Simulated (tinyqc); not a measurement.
## Permittivity of the insulator from five potentials

Problem. A node lies on a semiconductor-insulator interface. Steps: hs = tb/3 down into the semiconductor, ho = tox/2 up into the insulator, hy = L/6 sideways. The flux balance of its box reads eox (hy/ho)(above - node) + eps_r (hy/hs)(below - node) + [(eps_r hs + eox ho)/(2 hy)](left + right - 2 node) - q Na (hs/2) hy/eps0 = 0. Find eox.

Parameters, values chosen for the exercise; semiconductor permittivity made up:

| symbol | value | unit | meaning |
|---|---|---|---|
| eps_r | 14.1 |  | relative permittivity of the semiconductor |
| tb | 4 | nm | half the body thickness |
| tox | 1.9 | nm | insulator thickness |
| L | 45 | nm | channel length |
| Na | 5e17 | cm^-3 | acceptor density of the depleted body |

Constants: q = 1.602176634e-19 C, eps0 = 8.8541878128e-14 F/cm where lengths are in cm. Results are converted to the units shown.

psi (V): node 0.19349693, above 0.13297686, below 0.21168714, left 0.6, right 0.097529870

Solution. The balance is linear in eox.

eox = 3.90

tinyqc, about 0.1 s, one thread, Intel Xeon 2.30GHz (shared host): `OMP_NUM_THREADS=1 python tinyqc.py 2480029 2480030 out.jsonl`
